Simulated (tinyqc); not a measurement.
Balance functions: hot carriers by balance equations with a heated Maxwellian. Computed by tinyqc, a small Python program. Command: `OMP_NUM_THREADS=1 python tinyqc.py 3007522 3007523 out.jsonl hot walk`. One thread of a shared host (Intel(R) Xeon(R) Processor @ 2.30GHz), about 0.01 s of CPU time with the checks.

The carriers follow a Maxwellian at an electron temperature T_e, slightly displaced; the drift energy is neglected against k_B T_e. The balance averages the rate, not the time, so mu_0 lies below the relaxation-time value.

Inputs (values chosen for the exercise, for a model non-polar semiconductor):
```
quantity,value,unit
effective mass m,0.151,m_0
density rho,2720,kg/m^3
sound velocity v_l,8980,m/s
acoustic deformation potential D_A,5.5,eV
phonon energy hbar w,26.7,meV
optical or intervalley deformation potential D_o,9.5,1e8 eV/cm
final valleys Z_f,3,-
lattice temperature T,200,K
```

Band: parabolic. Solver: Newton.

Constants: k_B = 8.617333262e-05 eV/K; k_B = 1.380649e-23 J/K; e = 1.602176634e-19 C; hbar = 1.054571817e-34 J s; m_0 = 9.1093837015e-31 kg; hbar = 6.582119569e-16 eV s.

Method:
- Parabolic band: E = hbar^2 k^2/(2 m), speed v = hbar k/m, states per spin, volume and energy g(E) = m k/(2 pi^2 hbar^2). Masses are multiplied by m_0 and all formulas are in SI units.
- Phonon occupation N_q = 1/(exp(hbar w/(k_B T)) - 1).
- Acoustic deformation potential (elastic, equipartition, absorption and emission together): 1/tau = 2 pi k_B T D_A^2 g(E)/(hbar rho v_l^2).
- Optical or intervalley deformation potential: 1/tau = (pi Z_f D_o^2/(rho w)) [N_q g(E + hbar w) + (N_q + 1) g(E - hbar w)], with g = 0 below the band edge.
- Averages over the Maxwellian, <y> = int y x^(1/2) exp(-x) dx / int x^(1/2) exp(-x) dx with x = E/(k_B T_e), split at x_0 = hbar w/(k_B T_e): 64 Gauss-Legendre points in sqrt(x) below it and 128 in sqrt(x - x_0) above it, up to x = 32. Momentum balance: mu(T_e) = e/(m nu), nu = <x (sum of rates)>/<x>. Power lost per carrier: P(T_e) = hbar w <emission rate - absorption rate> + <(2 m v_l^2/(k_B T)) (E - 2 k_B T) acoustic rate>.
- The field that sustains T_e follows from e mu F^2 = P.

Against the electron temperature:
```
T_e (K),mu (cm^2/(V s)),P optical (1e9 eV/s),P acoustic (1e9 eV/s),F (kV/cm),drift velocity (1e7 cm/s)
220,2067.1,6.19,3.1259e-03,1.731,0.3579
260,1782.2,18.35,1.0195e-02,3.209,0.5720
320,1505.3,35.58,2.2620e-02,4.863,0.7320
400,1276.0,56.43,4.2149e-02,6.652,0.8488
600,975.3,99.72,1.0324e-01,10.116,0.9867
1000,721.1,163.63,2.6658e-01,15.076,1.0871
1600,556.9,232.95,5.9009e-01,20.477,1.1405
2400,449.3,303.15,1.1357e+00,26.023,1.1693
```

What does the comparison show, and why?

Optical phonons take 100 % of the power in the first row and 100 % in the last. The velocity grows as F^0.76 at first and as F^0.10 at the end, so it levels off; if optical phonons alone set both balances the limit at high T_e would be sqrt(3 hbar w tanh(hbar w/2 k_B T)/(4 m)) = 1.23 in the same unit. Rows above 1400 K (k_B T_e > 0.12 eV) stretch the parabolic band.
